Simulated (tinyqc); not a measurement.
Thermal and gravitational stress in a wafer during furnace and rapid thermal processing, and the onset of slip. From lag of the centre back to conductivity k. Computed by tinyqc, a small Python program. Command: `OMP_NUM_THREADS=1 python tinyqc.py 3020164 3020165 out.jsonl slip inv`. One thread of a shared host (Intel(R) Xeon(R) Processor @ 2.30GHz), about 0.02 s of CPU time with the checks.

A thin free disc in plane stress, isotropic; T(r) = T_centre + dT (r/R)^n with n = 2. Stress is positive in tension; sigma_SB = 5.670374419e-8 W/(m^2 K^4), g = 9.80665 m/s^2.

Inputs (values chosen for the exercise, modelled on silicon):
```
quantity                             value        unit
wafer radius R                         150          mm
thickness t                            775  micrometre
Young's modulus E                      155         GPa
expansion alpha                       4.44      1e-6/K
temperature T                         1150           K
prefactor A of the critical stress  0.0004         MPa
energy U of the critical stress       1.01          eV
density rho                           2330      kg/m^3
heat capacity c                        913    J/(kg K)
wafer spacing s                        7.2          mm
ramp rate                              5.4       K/min
```

Constants: k_B = 8.617333262e-05 eV/K.

Method. Critical resolved stress tau_c = A exp(U/(k_B T)), a form chosen for the exercise; slip when 0.492799 |s_tt(R)| > tau_c; allowed |dT| = tau_c (n + 2)/(0.492799 n alpha E). In a stack heated from the rim, heat flows inward by conduction and by radiation between wafers: k_eff = k + (16/3) sigma_SB T^3 s^2/t (a diffusion estimate with the spacing as path length). A steady ramp gives the parabolic lag dT = rho c (ramp) R^2/(4 k_eff); the allowed ramp uses n = 2.

Question. A run gave the result below. Find the conductivity k, known to lie between 22 and 44 W/(m K).

lag of the centre = 18.61746 K

Answer.

Each step takes the trial c = (a f_b - b f_a)/(f_b - f_a), f being the result less the target and a, b, c the logarithms of the listed values; c replaces end b, the old b replaces a if the sign of f changed, and otherwise f_a is halved.

Scan of the range:
```
conductivity k (W/(m K))  lag of the centre (K)
22.0                                    20.4098
24.7                                    19.4163
27.7                                    18.4200
31.1                                    17.4077
34.9                                    16.4003
39.2                                    15.3924
44.0                                    14.4042
```

False position (Illinois rule, in the logarithm of the input) inside the bracket:
```
step    end a    end b    trial  lag of the centre (K)
1     24.7000  27.7000  27.0779                18.6181
2     27.7000  27.0779  27.0800                18.6175
3     27.7000  27.0800  27.0800                18.6175
4     27.0800  27.0800  27.0800                18.6175
```

lag of the centre falls at every point of a 13-point scan of the range (every second point is shown), so one value fits; it is bracketed by 24.7 and 27.7. Answer: conductivity k = 27.08 W/(m K).
